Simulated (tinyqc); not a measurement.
Comparisons within one model: strained quantum well: band edges, subbands and transparency. A value that a table varies takes the place of the one given here.

Growth on (001), barriers unstrained: tr(e) = e (2 - nu2), Z = b e (1 + nu2); Ec = Ev + Eg + ac tr(e), E_HH = Ev + av tr(e) + Z, E_LH = Ev + av tr(e) - Z (coupling to the split-off band left out).

Masses along z: me, 1/(g1 - 2 g2) for HH, 1/(g1 + 2 g2) for LH, likewise in the barrier; in the plane me, 1/(g1 + g2) for HH and 1/(g1 - g2) for LH (no mixing, which understates the hole masses away from k = 0). Level n solves k L + 2 atan[(k/m)/(kappa/mb)] = n pi, k = sqrt(m E/c), kappa = sqrt(mb (V - E)/c), c = hbar^2/2m0.

Transparency (Bernard-Duraffourg): Fc - Fv equals the lowest transition energy with n = p, n = sum m/(2 pi c) kB T ln(1 + exp((Fc - E)/kB T)) and p likewise over the listed subbands; c = hbar^2/2m0, 1/angstrom^2 = 1e16/cm^2.

Constants: hbar^2/2m0 = 3.80998211 eV angstrom^2; kB = 8.617333262e-05 eV/K; hc = 1239.841984 eV nm.

Parameters, chosen for this exercise (near those of an InGaAs/AlGaAs well; shifted at random, so the results belong to these values and not to a real crystal):
```
symbol  value                                                    unit      meaning
nu2     0.949                                                              2 C12/C11
Eg      1.144                                                    eV        unstrained gap of the well
Ev      -0.76                                                    eV        its valence edge
ac      -6.77                                                    eV
av      1.13                                                     eV        Ev moves by av tr(e)
b       -1.96                                                    eV        shear potential
Egb     1.668                                                    eV        gap of the barrier
Evb     -0.905                                                   eV        its valence edge
L       62                                                       angstrom  well width
me      0.0578                                                   m0        electron mass
g1      9.45                                                               gamma1
g2      3.28                                                               gamma2
meb     0.084                                                    m0
g1b     6.3
g2b     1.8
T       300                                                      K         temperature
es      (-0.02, -0.014, -0.008, -0.003, 0, 0.003, 0.007, 0.012)            strains
e       -0.0134                                                            strain in the plane
Ls      (30, 40, 55, 70, 90, 120)                                angstrom  widths
```

## Strain as a design knob

Only the strain is changed; the unstrained gap and the masses are kept.

Results:
```
e (%),wavelength (nm),top hole,hh1 - lh1 (meV),n_tr (1e12/cm^2),share in top
-2.0,944,hh1,159,0.544,0.85
-1.4,961,hh1,122,0.549,0.83
-0.8,979,hh1,83,0.567,0.77
-0.3,995,hh1,50,0.617,0.64
0.0,1004,hh1,29,0.680,0.51
0.3,1014,hh1,9,0.783,0.36
0.7,1045,lh1,-19,0.779,0.76
1.2,1096,lh1,-54,0.722,0.92
```

n_tr is largest at e = +0.3 % (0.78), where hh1 - lh1 = 9 meV and the top subband holds 36 % of the holes, and smallest, 0.54, at -2.0 and -1.4 %. The top hole level turns from hh to lh, and the light from TE to TM, between +0.3 and +0.7 %. The wavelength runs from 944 to 1096 nm.

## Width of the well

All levels anew.

Results:
```
L (angstrom),wavelength (nm),top hole,hh1 - lh1 (meV),n_tr (1e12/cm^2),share in top,n_tr/L (1e18/cm^3)
30,889,hh1,109,0.516,0.95,1.72
40,921,hh1,116,0.519,0.94,1.30
55,952,hh1,119,0.538,0.87,0.98
70,972,hh1,118,0.566,0.78,0.81
90,989,hh1,116,0.611,0.67,0.68
120,1003,hh1,113,0.694,0.54,0.58
```

The wavelength tunes by 114 nm. The sheet density at transparency changes from 0.52 to 0.69, the top hole subband holding 0.95 and 0.54 of the holes at the ends, while the volume density falls by a factor 3.0. Critical thickness and carrier escape are left out.

## What each parameter does

Edge wavelength, hh1 - lh1 and n_tr. Each row changes one parameter from the base and keeps the others.

Results:
```
case,wavelength (nm),hh1 - lh1 (meV),n_tr (1e12/cm^2)
base,962.6,118.6,0.550
L = 72 angstrom,974.1,117.9,0.570
e = -0.0154,956.8,131.3,0.547
Eg = 1.124 eV,976.4,118.6,0.550
b = -2.25 eV,968.1,131.7,0.547
ac = -6.09 eV,969.1,118.6,0.550
me = 0.0636 m0,964.2,118.6,0.579
g1 = 10.02,961.1,116.9,0.531
T = 340 K,962.6,118.6,0.640
```

The largest shifts from the base row, up to three for each result and ties (the steps differ in size, so this ranks the rows, not the parameters). wavelength (nm): Eg +13.9, L +11.6, ac +6.6; unchanged at the printed digits by T. hh1 - lh1 (meV): b +13.1, e +12.7, g1 -1.7; unchanged at the printed digits by Eg, ac, me and T. n_tr (1e12/cm^2): T +0.090, me +0.030, L +0.020; unchanged at the printed digits by Eg and ac.

(tinyqc, `OMP_NUM_THREADS=1 python tinyqc.py 1251890 1251891 out.jsonl`, Intel(R) Xeon(R) Processor @ 2.30GHz, 1 thread, shared host, about 0.01 s.)
